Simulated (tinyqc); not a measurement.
A particle near a wafer in liquid: double-layer and van der Waals forces (DLVO), deposition barrier and removal. Changing the potential of the particle psi_1. Computed by tinyqc, a small Python program. Command: `OMP_NUM_THREADS=1 python tinyqc.py 3110739 3110740 out.jsonl dlvo sweep`. One thread of a shared host (Intel(R) Xeon(R) Processor @ 2.30GHz), about 0.01 s of CPU time with the checks.

Sphere and flat wall, Derjaguin approximation, constant potentials in the linear-superposition form, no retardation and no hydration force.

Inputs (values chosen for the exercise, of the order of those for ceria on silica in water): particle radius R = 210 nm; Hamaker constant A = 1.7e-20 J; potential of the wafer psi_2 = -65 mV; salt concentration c = 0.0019 mol/L; valence z of the symmetric salt = 1; temperature T = 343 K; dielectric constant of the liquid = 63.7.

Constants: e = 1.602176634e-19 C; N_A = 6.02214076e+23 1/mol; eps_0 = 8.8541878128e-12 F/m; k_B = 1.380649e-23 J/K; k_B = 8.617333262e-05 eV/K.

Method:
- kappa^2 = 2 z^2 e^2 N_A (1000 c)/(eps eps_0 k_B T); gamma_i = tanh(z e psi_i/(4 k_B T)); Z = 64 pi eps eps_0 (k_B T/(z e))^2 gamma_1 gamma_2.
- U(h) = Z R exp(-kappa h) - A R/(6 h); F(h) = -dU/dh = kappa Z R exp(-kappa h) - A R/(6 h^2), positive for repulsion.
- F = 0 reads x^2 exp(-x) = y with x = kappa h and y = A kappa/(6 Z); the left side peaks at x = 2 with 4/e^2 = 0.5413, so roots exist for smaller y: x < 2 is the barrier, x > 2 the secondary minimum.
- The barrier height is zero when U = 0 and F = 0 together: kappa h = 1 and kappa = 6 Z/(e A), e = 2.718282 here; c follows from kappa^2, with the potentials held fixed.

One run for each value:
```
potential of the particle psi_1 (mV)  barrier height (k_B T)  critical concentration (mol/L)   gamma_1
-100                                                  1187.8                          1.6983  -0.68887
-88                                                   1076.5                          1.4283  -0.63174
-66                                                    835.2                          0.9187  -0.50667
-54                                                    684.5                          0.6538  -0.42742
-42                                                    522.8                          0.4162  -0.34101
-31                                                    368.2                          0.2352  -0.25635
-20                                                    212.4                          0.1005  -0.16757
-8                                                      53.3                          0.0163  -0.06756
```

Give the missing row, potential of the particle psi_1 (mV) = -77.

Computed row:
```
potential of the particle psi_1 (mV)  barrier height (k_B T)  critical concentration (mol/L)   gamma_1
-77                                                    961.8                          1.1731  -0.57253
```

Interpolating between the two neighbouring rows (linearly) misses most in barrier height (k_B T), by 0.62 %. Over the rows, barrier height (k_B T) falls from 1190 to 53.3; critical concentration (mol/L) falls from 1.70 to 0.0163; gamma_1 rises from -0.689 to -0.0676. gamma_1 bends over once |psi| exceeds about 2 k_B T/(z e) = 59 mV, so further charge gains less.

Caution (rows -100, -88.0, -77.0): above about 1 mol/L the Debye length is of molecular size and surface potentials do not stay fixed, so this value is formal.
